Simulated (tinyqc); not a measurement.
## The Fermi level, mass and scattering length from S, n and sigma

Question. Bulk parabolic band, x = (E - Ec)/kB T, C = hbar^2/(2 m0), kB T in eV. Modes per area gv m kB T x/(4 pi C) times the back-scattering length l0 x^rr give the transport function s0 X(x), s0 = (2 q^2/h) gv m kB T l0/(4 pi C), X = x^(1 + rr). I_k = int X (x - eta)^k w dx, w = 1/(4 cosh^2((x - eta)/2)). sigma = s0 I_0, S = -(kB/q) I_1/I_0; n = 2 gv (m kB T/(4 pi C))^1.5 F(eta), F(y) = (2/sqrt(pi)) int_0^infinity sqrt(u)/(1 + exp(u - y)) du. Find eta, m and l0.

Inputs (values chosen for the exercise):
- T = 400 K (temperature)
- gv = 4 (valleys)
- rr = 2 (energy exponent of that length)

Constants: q = 1.602176634e-19 C, kB = 1.380649e-23 J/K, hbar = 1.054571817e-34 J s, h = 6.62607015e-34 J s, m0 = 9.1093837015e-31 kg, Vt = kB T/q, hbar^2/(2 m0) = 0.0380998212 eV nm^2. Results are converted to the units shown.

S = -261.93717 uV/K
n = 3.0983304e20 cm^-3
sigma = 5190.2179 S/cm

Solution. |S| falls steadily as eta rises and depends on nothing else, so it fixes eta; n then gives m, and sigma gives l0.

eta = 1.600
m = 0.9200 m0
l0 = 1.200 nm

Computed by the program tinyqc: `OMP_NUM_THREADS=1 python tinyqc.py 2800113 2800114 out.jsonl`, one thread of a shared Intel Xeon 2.30GHz, about 0.1 s for the whole run.
